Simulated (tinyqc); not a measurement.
## Capacitances against the relative permittivity between the lines

Endless row of lines of width wl, height tl and space sl between grounded planes at distance hd; e2 fills the gaps beside the lines, e1 the rest. Laplace's equation is solved on meshes of 3, 6 and 12 steps per unit u and extrapolated (Aitken), which is good to about 0.2 %. C_even (all lines at 1 V) is the capacitance Cg to the planes; C_odd (neighbours in antiphase) = Cg + 4 Cc if only nearest neighbours couple, which defines Cc; total with quiet neighbours Cg + 2 Cc. Plate values 2 eps0 e1 wl/hd and eps0 e2 tl/sl.

Inputs (values chosen for the exercise):
- e1 = 3 (relative permittivity above and below the lines)
- wl = 6 u (line width, in units u)
- tl = 12 u (line height)
- sl = 8 u (space between lines)
- hd = 4 u (distance to each plane)

Constants: eps0 = 8.8541878128e-12 F/m. Results are converted to the units shown.

The same in every row: plate Cg (aF/um) = 79.7.

Capacitances against the relative permittivity between the lines:
```
e2	Cg (aF/um)	Cc (aF/um)	Cg + 2 Cc (aF/um)	C_odd (aF/um)	plate Cc (aF/um)	share of coupling, 2 Cc/(Cg + 2 Cc) (%)
1	140	11.9	164	188	13.3	14.5
1.5	146	17.6	181	216	19.9	19.4
2	150	23.4	197	244	26.6	23.8
2.5	153	29.5	212	271	33.2	27.8
3	156	35.6	227	298	39.8	31.3
3.9	160	46.8	254	347	51.8	36.9
5	164	60.8	285	407	66.4	42.6
7	168	86.5	341	514	93.0	50.7
```

What does the comparison show?

As e2 goes from 1 to 7, Cg rises from 140 to 168 aF/um, Cc rises from 11.9 to 86.5 aF/um and the share of coupling rises from 14.5 to 50.7 %. Cg is 1.76 times its plate value in the first row and 2.11 times in the last; for Cc the ratios are 0.893 and 0.930. Neighbours in antiphase raise the load by a factor of 1.14 and 1.51 over quiet ones.

Numbers from tinyqc (`OMP_NUM_THREADS=1 python tinyqc.py 2790166 2790167 out.jsonl`; about 1 s on one thread of a shared Intel Xeon 2.30GHz).
